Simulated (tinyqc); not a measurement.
Frequency dispersion of an accumulation capacitance by border traps, distributed model: two steps of the calculation.

Traps spread evenly through the insulator exchange electrons with the semiconductor by tunnelling, with tau(x) = t0 exp(2 ka x) at depth x from the interface. The admittance per area Y seen at depth x obeys dY/dx = -Y^2/(i w eps0 eox) + q Nb ln(1 + i w tau)/tau, with Y(0) = i w Cs and w = 2 pi f; the gate sees Y(tox) = G + i w C. Working variable y = Y/(i w), in uF/cm^2. Cox = eps0 eox/tox.

Inputs (values chosen for the exercise); permittivity close to that of hafnium oxide:

| symbol | value | unit | meaning |
|---|---|---|---|
| eox | 19.4 |  | relative permittivity of the insulator |
| tox | 3.8 | nm | insulator thickness |
| Cs | 4.9 | uF/cm^2 | semiconductor capacitance in accumulation |
| Nb | 2.8e19 | cm^-3 eV^-1 | density of border traps |
| ka | 3.1 | 1/nm | decay constant of the wave function in the insulator |
| t0 | 8e-9 | s | time constant of a trap at the interface |
| f | 1000 | Hz | frequency |
| xe | 2.4 | nm | depth down to which the steps are taken |

Constants: q = 1.602176634e-19 C, eps0 = 8.8541878128e-14 F/cm where lengths are in cm. Results are converted to the units shown.

Question 1. Scales and lumped estimate. Cox; trap-free value 1/(1/Cox + 1/Cs); response depth d = ln(1/(w t0))/(2 ka), where w tau = 1; lumped estimate: all traps within d act as C_bt = q Nb d placed at d/2, so C = 1/{1/[1/(1/Cs + d/(2 eps0 eox)) + C_bt] + (tox - d/2)/(eps0 eox)}.

Find: Cox; trap-free C; d; C_bt; lumped C.

Answer 1.

Cox = 4.5203 uF/cm^2
trap-free C = 2.3512 uF/cm^2
d = 1.5965 nm
C_bt = 0.71620 uF/cm^2
lumped C = 2.5827 uF/cm^2

The traps within reach amount to 0.146 Cs and lie in the first 42.0 % of the insulator.

Question 2. Capacitance and conductance at the gate. Beyond xe the traps are ignored, so 1/y(tox) = 1/y(xe) + (tox - xe)/(eps0 eox); C = Re y, G/w = -Im y, loss tangent G/(w C).

y at xe = 3.3371686-0.0843248i uF/cm^2

Wanted: y at the gate; C; G/w; loss tangent.

Answer 2.

y at the gate = 2.624-0.052i uF/cm^2
C = 2.624 uF/cm^2
G/w = 0.05212 uF/cm^2
loss tangent = 0.01986

Computed by the program tinyqc: `OMP_NUM_THREADS=1 python tinyqc.py 2202236 2202237 out.jsonl`, one thread of a shared Intel Xeon 2.30GHz, about 0.3 s for the whole run.
